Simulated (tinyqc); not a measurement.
Margin needed against array size.

Cells fail independently with probability Q(k) = erfc(k/sqrt(2))/2 when the margin is k standard deviations, and Y = exp(-Nb Q(k)). phi = exp(-k^2/2)/sqrt(2 pi).  k solves Y = exp(-Nb Q(k)); the estimate is sqrt(2 ln(Nb/(-ln Y))).

Inputs (values chosen for the exercise):
```
symbol  value  unit       meaning
Y        0.99        wanted yield
```

Margin needed against array size:
```
Nb          allowed Q      k  estimate
512          1.963e-5  4.112     4.656
8192         1.227e-6  4.712     5.217
131072       7.668e-8  5.248     5.724
2097152      4.792e-9  5.738     6.190
33554432    2.995e-10  6.191     6.623
536870912   1.872e-11  6.614     7.029
8589934592  1.170e-12  7.013     7.413
```

A 1.68e7-fold larger array raises k only from 4.11 to 7.01; the last factor of 16 costs 0.40 standard deviations. The estimate, which drops the factor 1/(k sqrt(2 pi)) of the tail, is 13 % above k in the first row and 5.7 % above it in the last.

tinyqc, about 0.01 s, one thread, Intel Xeon 2.30GHz (shared host): `OMP_NUM_THREADS=1 python tinyqc.py 2090092 2090093 out.jsonl`
